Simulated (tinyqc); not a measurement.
Changing the doping N of the lightly doped side: avalanche multiplication and breakdown of a junction from ionisation integrals. Computed by tinyqc, a small Python program. Command: `OMP_NUM_THREADS=1 python tinyqc.py 3001891 3001892 out.jsonl impact sweep`. One thread of a shared host (Intel(R) Xeon(R) Processor @ 2.30GHz), about 0.03 s of CPU time with the checks.

Ionisation coefficients follow the local field. Position x runs through the depletion layer from the p side (x = 0), where electrons enter, to the n side (x = w), where holes enter. The built-in voltage is neglected.

Inputs (values chosen for the exercise, modelled on germanium):
```
quantity,value,unit
electron prefactor a_n,1.56e+07,1/cm
electron field b_n,1.6e+06,V/cm
hole prefactor a_p,1.02e+07,1/cm
hole field b_p,1.26e+06,V/cm
exponent c,1,-
permittivity eps,16,-
drift-layer mobility mu,2100,cm^2/(V s)
```

Junction: one-sided abrupt n+p.

Constants: e = 1.602176634e-19 C; eps_0 = 8.8541878128e-12 F/m.

Method:
- alpha_n = a_n exp(-(b_n/F)^c), alpha_p = a_p exp(-(b_p/F)^c).
- Field F = F_m (1 - s), w = eps eps_0 F_m/(e N), V = F_m w/2, with s = 1 - x/w (the peak lies at the n+ side).
- With Phi(x) = int_0^x (alpha_n - alpha_p) dx': 1 - 1/M_n = I_n = int_0^w alpha_n exp(-Phi) dx and M_p = M_n exp(-Phi(w)); trapezoid rule on 401 even points; breakdown at I_n = 1.
- Solve I_n(F_m) = 1.
- R_on = w/(e mu N) with w the width at breakdown; figure of merit V_B^2/R_on; for a triangular field it equals eps eps_0 mu F_m^3/4.

One run for each value:
```
doping N of the lightly doped side (1/cm^3),breakdown voltage (V),critical field F_m (MV/cm),width at breakdown (micrometre),specific on-resistance (milliohm cm^2),ratio k = alpha_p/alpha_n
1.00e+14,946.35,0.14631,129.37,3.8450e+02,6.6793
1.90e+14,559.85,0.15511,72.19,1.1292e+02,5.8536
7.10e+14,194.10,0.17655,21.99,9.2042e+00,4.4857
1.40e+15,113.75,0.18979,11.99,2.5447e+00,3.9219
2.60e+15,70.41,0.20349,6.92,7.9110e-01,3.4762
5.00e+15,42.80,0.22001,3.89,2.3127e-01,3.0665
9.50e+15,26.51,0.23868,2.22,6.9501e-02,2.7173
1.80e+16,16.63,0.26024,1.28,2.1108e-02,2.4148
```

Give the missing row, doping N of the lightly doped side (1/cm^3) = 3.70e+14.

Computed row; columns: (1) doping N of the lightly doped side (1/cm^3); (2) breakdown voltage (V); (3) critical field F_m (MV/cm); (4) width at breakdown (micrometre); (5) specific on-resistance (milliohm cm^2); (6) ratio k = alpha_p/alpha_n:
```
(1)          (2)      (3)    (4)         (5)     (6)
3.70e+14  326.60  0.16533  39.51  3.1737e+01  5.1123
```

Interpolating between the two neighbouring rows (the first column on a logarithmic scale, the others too where they are positive) misses most in breakdown voltage (V), by 0.34 %. Over the rows, breakdown voltage (V) falls from 946 to 16.6 (exponent d ln y / d ln x -0.82 between the first rows and -0.73 between the last); critical field F_m (MV/cm) rises from 0.146 to 0.260 (exponent d ln y / d ln x 0.091 between the first rows and 0.14 between the last); width at breakdown (micrometre) falls from 129 to 1.28 (exponent d ln y / d ln x about -0.89 throughout). At the high end the exponent of breakdown voltage is -0.73, close to -0.75: the N^(-3/4) rule of abrupt junctions. The exponent of critical field F_m stays between 0.09 and 0.14, near 0.12: the N^(1/8) rule. Across the table R_on scales as V_B^2.43; a constant critical field would give 2, and the slow fall of F_m in wider layers adds the rest.

Extremes, crossings and ranges named in words are read from the listed rows.
